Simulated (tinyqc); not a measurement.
Energy against coordination: Gupta-type many-body potential for a metal. Computed by tinyqc, a small Python program. Command: `OMP_NUM_THREADS=1 python tinyqc.py 3007778 3007779 out.jsonl gupta walk`. One thread of a shared host (Intel(R) Xeon(R) Processor @ 2.30GHz), about 0.01 s of CPU time with the checks.

E_i = sum_j A exp(-p (r_ij/r0 - 1)) - xi rho_i^gamma, with rho_i = sum_j exp(-2 q (r_ij/r0 - 1)); gamma = 1/2 is the tight-binding second-moment form. The crystal is fcc unless stated; d is the neighbour distance and a fixed number of shells is kept.

Inputs (values chosen for the exercise, modelled on gold):
```
quantity                  value      unit
repulsion A               0.216        eV
hopping xi                 1.85        eV
decay p                      10         -
decay q                    3.99         -
reference distance r0     2.884  angstrom
embedding exponent gamma    0.5         -
```

Method. Nearest neighbours only, z equal bonds relaxed to their best length: r/r0 = 1 + ln[A p z^(1 - gamma)/(2 q gamma xi)]/(p - 2 q gamma), E = z A exp(-p (r/r0 - 1)) - xi [z exp(-2 q (r/r0 - 1))]^gamma.

Relaxed bonds:
```
z   r (angstrom)  E per atom (eV)  E/z (eV)
1         2.2943          -2.5140   -2.5140
2         2.4606          -2.8245   -1.4123
3         2.5579          -3.0237   -1.0079
4         2.6269          -3.1735   -0.7934
6         2.7242          -3.3973   -0.5662
8         2.7932          -3.5656   -0.4457
9         2.8215          -3.6368   -0.4041
12        2.8905          -3.8170   -0.3181
```

What follows from these numbers?

Bonds lengthen from 2.294 to 2.891 angstrom between z = 1 and 12, and |E| grows as z^0.168, the exponent gamma (p - 2q)/(p - 2 q gamma) = 0.168; pair bonds would give z^1 at a fixed length.

Extremes, crossings and ranges named in words are read from the listed rows.
